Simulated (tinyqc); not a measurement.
Valley-orbit splitting of a donor ground state, with strain. Changing the coupling Delta_1. Computed by tinyqc, a small Python program. Command: `OMP_NUM_THREADS=1 python tinyqc.py 3022225 3022226 out.jsonl valleyorbit sweep`. One thread of a shared host (Intel(R) Xeon(R) Processor @ 2.30GHz), about 0.01 s of CPU time with the checks.

The basis is the 1s envelope in each valley; energies are counted from the unstrained conduction-band edge. The strain is e_s (a a^T - 1/3) for the unit stress axis a, so valley j along n_j moves by Xi_u e_s w_j with w_j = (n_j.a)^2 - 1/3: -1/3 for x and y, +2/3 for z.

Inputs (values chosen for the exercise, for a model many-valley semiconductor):
```
quantity                            value  unit
single-valley binding energy E_0       42   meV
central-cell shift Lambda            6.47   meV
coupling Delta_2                     2.41   meV
shear deformation potential Xi_u     9.03    eV
shear strain e_s                  0.00038     -
```

Valleys: six along <100>. Stress axis: [001].

Method:
- By symmetry: E(A1) = E_0 + Lambda + 4 Delta_1 + Delta_2 (one state), E(T2) = E_0 + Lambda - Delta_2 (three), E(E) = E_0 + Lambda - 2 Delta_1 + Delta_2 (two), as binding energies.
- H_jj = -(E_0 + Lambda) + Xi_u e_s w_j; H_jk = -Delta_2 between opposite valleys and -Delta_1 between perpendicular ones.
- Diagonalise H; the ground vector has positive components. The density at the nucleus, and so the contact hyperfine coupling, scales as (sum_j c_j)^2/(number of valleys), which is 1 without strain; the envelopes are held fixed.
- The binding energy is counted from the lowest valley edge, min_j Xi_u e_s w_j; the gap is from the ground state to the next level.

One run for each value; columns: (1) coupling Delta_1 (meV); (2) E(A1) (meV); (3) E(T2) (meV); (4) hyperfine ratio A/A_0; (5) binding energy under strain (meV); (6) gap to the first excited state (meV):
```
(1)      (2)    (3)     (4)    (5)    (6)
1.2    55.68  46.06  0.9662   54.8   6.36
1.7    57.68  46.06  0.9808   56.8   9.28
2.4    60.48  46.06  0.9895   59.5  13.42
3.5    64.88  46.06  0.9947   63.9  17.79
5.0    70.88  46.06  0.9973   69.8  23.76
7.2    79.68  46.06  0.9987   78.6  32.54
10.0   90.88  46.06  0.9993   89.8  43.72
15.0  110.88  46.06  0.9997  109.8  63.70
```

Describe and explain the trends.

Over the rows, E(A1) (meV) rises from 55.7 to 111 (exponent d ln y / d ln x 0.10 between the first rows and 0.49 between the last); E(T2) (meV) does not change; hyperfine ratio A/A_0 rises from 0.966 to 1.000 (exponent d ln y / d ln x 0.043 between the first rows and 9.5e-4 between the last). A larger valley-orbit coupling resists the strain, so A/A_0 moves back towards 1.

Extremes, crossings and ranges named in words are read from the listed rows.
